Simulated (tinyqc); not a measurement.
Inside a calculation. Model: hot carriers by balance equations with a heated Maxwellian. Computed by tinyqc, a small Python program that keeps every step. Command: `OMP_NUM_THREADS=1 python tinyqc.py 3014118 3014119 out.jsonl hot walk`. One thread of a shared host (Intel(R) Xeon(R) Processor @ 2.30GHz), about 0.04 s of CPU time with the checks. Intermediate numbers are printed to about 5 digits and carried at full precision; extremes and crossings named in words are read from the listed rows.

The carriers follow a Maxwellian at an electron temperature T_e, slightly displaced; the drift energy is neglected against k_B T_e. The balance averages the rate, not the time, so mu_0 lies below the relaxation-time value.

Inputs (values chosen for the exercise, for a model non-polar semiconductor): effective mass m = 0.618 m_0; density rho = 3560 kg/m^3; sound velocity v_l = 7300 m/s; acoustic deformation potential D_A = 11 eV; phonon energy hbar w = 52.4 meV; optical or intervalley deformation potential D_o = 2.3 1e8 eV/cm; final valleys Z_f = 2; lattice temperature T = 250 K; electric field F = 42 kV/cm; mixing = 1; iteration cap = 8.

Band: parabolic. Solver: damped fixed point.

Constants: k_B = 8.617333262e-05 eV/K; k_B = 1.380649e-23 J/K; e = 1.602176634e-19 C; hbar = 1.054571817e-34 J s; m_0 = 9.1093837015e-31 kg; hbar = 6.582119569e-16 eV s.

## Equilibrium values

Parabolic band: E = hbar^2 k^2/(2 m), speed v = hbar k/m, states per spin, volume and energy g(E) = m k/(2 pi^2 hbar^2). Masses are multiplied by m_0 and all formulas are in SI units. Phonon occupation N_q = 1/(exp(hbar w/(k_B T)) - 1). Acoustic deformation potential (elastic, equipartition, absorption and emission together): 1/tau = 2 pi k_B T D_A^2 g(E)/(hbar rho v_l^2). Optical or intervalley deformation potential: 1/tau = (pi Z_f D_o^2/(rho w)) [N_q g(E + hbar w) + (N_q + 1) g(E - hbar w)], with g = 0 below the band edge. Averages over the Maxwellian, <y> = int y x^(1/2) exp(-x) dx / int x^(1/2) exp(-x) dx with x = E/(k_B T_e), split at x_0 = hbar w/(k_B T_e): 64 Gauss-Legendre points in sqrt(x) below it and 128 in sqrt(x - x_0) above it, up to x = 32. Momentum balance: mu(T_e) = e/(m nu), nu = <x (sum of rates)>/<x>. Power lost per carrier: P(T_e) = hbar w <emission rate - absorption rate> + <(2 m v_l^2/(k_B T)) (E - 2 k_B T) acoustic rate>. Energy relaxation time at weak heating: tau_E = (3/2) k_B / (dP/dT_e), the derivative by a central difference of +/- 0.5 K at T_e = T.

low-field mobility mu_0 = 355.22 cm^2/(V s)

energy relaxation time tau_E = 2.1116 ps

tau_E is 16.9 times the momentum relaxation time m mu_0/e: energy is lost more slowly than direction, which is why carriers heat.

## Balance functions

The field that sustains T_e follows from e mu F^2 = P.

Against the electron temperature:
```
T_e (K)  mu (cm^2/(V s))  P optical (1e9 eV/s)  P acoustic (1e9 eV/s)  F (kV/cm)  drift velocity (1e7 cm/s)
275               337.31                 1.138             4.5242e-01      2.171                    0.07324
325               308.07                 3.578             1.4755e+00      4.050                    0.12478
400               275.37                 7.408             3.2739e+00      6.228                    0.17151
500               244.34                12.467             6.1005e+00      8.717                    0.21300
750               197.29                23.885             1.4943e+01     14.029                    0.27677
1250              151.49                41.760             3.8583e+01     23.030                    0.34887
2000              119.21                61.481             8.5407e+01     35.102                    0.41845
3000               97.10                81.405             1.6437e+02     50.311                    0.48852
```

Optical phonons take 72 % of the power in the first row and 33 % in the last. The velocity grows as F^0.85 at first and as F^0.43 at the end; acoustic scattering alone would end at F^(1/2). Rows above 1400 K (k_B T_e > 0.12 eV) stretch the parabolic band.

## First iteration

Fixed point: T_out = T + (T_e - T) e mu(T_e) F^2/P(T_e), T_new = T_e + mixing (T_out - T_e). Start at T_e = 1.5 T.

mu at the start = 285.12 cm^2/(V s)

P at the start = 8.7659e+09 eV/s

new T_e = 7422.0 K

## The whole iteration

Start at T_e = 1.5 T; stop when T_e moves by less than 1e-6 K or exceeds 1e6 K.

Course of the iteration:
```
iteration  T_e (K)  mu (cm^2/(V s))  step (K)
1            375.0           285.12    7047.0
2           7422.0            61.57    6214.9
3           1207.2           154.22    2437.0
4           3644.2            88.03    1724.8
5           1919.4           121.72     901.3
6           2820.8           100.17     571.3
7           2249.5           112.31     324.7
8           2574.2           104.91     197.2
```

electron temperature T_e = 2377.0 K

Not converged after 8 iterations: the residual falls at every step, but slowly, by a factor of about 0.563 a step.

Reruns converge with mixing = 0.3, iteration cap = 300; or with mixing = 0.1, iteration cap = 300; or with solver = Newton, iteration cap = 300.

Checks made by the program: detailed balance, P(T_e = T) = 0, on the scale of P at 1.1 T (relative difference below 1e-10).
